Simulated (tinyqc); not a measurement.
Inside a calculation. Method: lattice vibrations of a chain. One step of it, computed by the program tinyqc.

Task: Frequencies. omega^2 are the eigenvalues; wavenumber = 521.4708 sqrt(eigenvalue) 1/cm.

D(q) (eV/(angstrom^2 u)):
```
,1,2,3
1,2.291262,-0.614533,-0.039446+0.626983i
2,-0.614533,0.546793,-0.362559
3,-0.039446-0.626983i,-0.362559,0.910569
```

Give: eigenvalues; wavenumbers; weights |e|^2 of the mass-weighted modes.

Result:

eigenvalues: 0.103  0.949  2.697

wavenumbers (1/cm): 167.0  508.0  856.4

weights |e|^2 of the mass-weighted modes:
```
,mode 1,mode 2,mode 3
atom 1,0.104,0.078,0.818
atom 2,0.626,0.302,0.073
atom 3,0.271,0.620,0.109
```
